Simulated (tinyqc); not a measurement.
# Rigid-ion and shell models of the dielectric response of an ionic crystal, step by step

A worked calculation. Computed by tinyqc, a small Python program that keeps every step. Command: `OMP_NUM_THREADS=1 python tinyqc.py 3005737 3005738 out.jsonl shell walk`. One thread of a shared host (Intel(R) Xeon(R) Processor @ 2.30GHz), about 0.01 s of CPU time with the checks. Intermediate numbers are printed to about 6 digits and carried at full precision; extremes and crossings named in words are read from the listed rows.

Charges +Z and -Z; 6 nearest neighbours, Madelung constant M = 1.747565, volume per ion pair Omega = 2.000000 d^3. Energy per pair U = -M Z^2 e2/d + 6 A exp(-d/rho), e2 = e^2/(4 pi eps_0). In the shell model the anion is a core of charge Y - Z and a massless shell of charge -Y, joined by the spring k; the repulsion acts on the shell. Each ion feels the Lorentz field E + (4 pi/3) P (Gaussian units).

Inputs (values chosen for the exercise, for a model crystal):
```
quantity,value,unit
nearest-neighbour distance d,3.05,angstrom
ionic charge Z,1,e
hardness d/rho,10.6,-
cation mass,18.8,u
anion mass,79.9,u
shell charge size Y,1.94,e
core-shell spring k,13.9,eV/angstrom^2
cation polarisability alpha_+,0.22,angstrom^3
film thickness t,10,nm
```

Structure: rock salt.

Constants: e^2/(4 pi eps_0) = 14.39964548 eV angstrom; 1 eV/angstrom^3 = 160.2176634 GPa; nu for 1 eV/(angstrom^2 u) = 15.6333042 THz; 1 THz = 33.35640952 1/cm; eps_0 = 8.8541878128e-12 F/m; h x 1 THz = 4.135667696 meV.

## Equilibrium, bulk modulus and repulsive spring

Zero pressure fixes 6 A exp(-d/rho) = M Z^2 e2 rho/d^2. Then U = -(M Z^2 e2/d)(1 - rho/d), B = M Z^2 e2 (d/rho - 2)/(9 Omega d), and the spring of one sublattice against the other is R = (1/3) x (Laplacian of the repulsion summed over neighbours) = M Z^2 e2 (d/rho - 2)/(3 d^3), so R = 3 B Omega/d^2.

volume Omega = 56.74525 angstrom^3

lattice energy U = -7.47224 eV/pair

bulk modulus B = 22.2598 GPa

repulsive spring R = 2.54251 eV/angstrom^2

## Rigid ions

With C = 4 pi Z^2 e2/(3 Omega): mu lambda_TO = R - C, mu lambda_LO = R + 2 C; eps_inf = 1 and eps_s = lambda_LO/lambda_TO. lambda in eV/(angstrom^2 u) gives the wavenumber 15.6333042 x 33.35640952 x sqrt(lambda); mu is the reduced mass.

Coulomb spring C = 1.06295 eV/angstrom^2

omega_TO, rigid ions = 162.594 1/cm

omega_LO, rigid ions = 288.815 1/cm

eps_s, rigid ions = 3.15525

## Shell model: electronic response

Eliminating the shell gives the anion polarisability alpha_- = Y^2 e2/(k + R), the Szigeti charge Z_S = Z - Y R/(k + R) and the softened spring R' = k R/(k + R). With b = 4 pi (alpha_+ + alpha_-)/(3 Omega): eps_inf = (1 + 2b)/(1 - b) (Clausius-Mossotti); Born charge Z* = Z_S (eps_inf + 2)/3.

anion polarisability alpha_- = 3.29600 angstrom^3

Szigeti charge Z_S = 0.700017 e

softened spring R' = 2.14936 eV/angstrom^2

b = 0.259542

eps_inf = 2.05155

Born charge Z* = 0.945384 e

Overlap pushes the shell back and lowers the effective charge to 70 % of Z; the local field then raises the Born charge to 95 % of Z.

## Shell model: lattice response

mu lambda_TO = R' - (4 pi e2/(3 Omega)) Z_S^2/(1 - b); mu lambda_LO = mu lambda_TO + 4 pi e2 Z*^2/(eps_inf Omega); eps_s = eps_inf lambda_LO/lambda_TO.

mu lambda_TO = 1.44592 eV/angstrom^2

omega_TO = 160.734 1/cm

omega_LO = 225.073 1/cm

eps_s = 4.02263

share of R' left after the dipole term = 0.672721

The dipole field cancels 33 % of the short-range spring.

## As a gate dielectric

Capacitance per area eps_0 eps_s/t; equivalent oxide thickness EOT = t x 3.9/eps_s; the surface optical mode against silicon (eps = 11.7) lies at omega_TO sqrt[(eps_s + 11.7)/(eps_inf + 11.7)], and its squared coupling to channel electrons scales as g = hbar omega_SO [1/(11.7 + eps_inf) - 1/(11.7 + eps_s)], with hbar omega = h c x wavenumber.

capacitance per area = 3.56171 fF/micrometre^2

equivalent oxide thickness = 9.69515 nm

surface optical mode = 171.868 1/cm

remote-phonon coupling g = 0.194263 meV

## From rigid to soft shells

The formulas are those given above.

Response against the core-shell spring:
```
k (eV/angstrom^2),eps_inf,Z_S,Z*,omega_TO (1/cm),omega_LO (1/cm),eps_s
11,2.35820,0.635779,0.92362,160.460,215.311,4.24600
14,2.04352,0.701831,0.94595,160.741,225.361,4.01680
18,1.80220,0.759890,0.96308,160.957,235.014,3.84212
25,1.57777,0.820914,0.97901,161.157,246.139,3.68050
36,1.40922,0.872025,0.99098,161.307,256.370,3.55966
56,1.27717,0.915745,1.00035,161.424,265.898,3.46528
110,1.16384,0.956172,1.00839,161.525,275.449,3.38452
420,1.07916,0.988327,1.01440,161.600,283.628,3.32430
```

From the stiffest to the softest shell eps_inf rises from 1.08 to 2.36 and Z_S falls from 0.99 to 0.64; omega_LO moves by -24 % and omega_TO by -0.7 %. Screening by eps_inf cuts the LO frequency, which rigid ions overstate (rigid ions: 289 per cm); eps_s goes from 3.32 to 4.25.

Checks made by the program: TO spring by direct elimination of the shell from the 2 x 2 energy matrix (relative difference below 1e-10); Szigeti's relation mu lambda_TO (eps_s + 2)/(eps_inf + 2) = R' (relative difference below 1e-10).
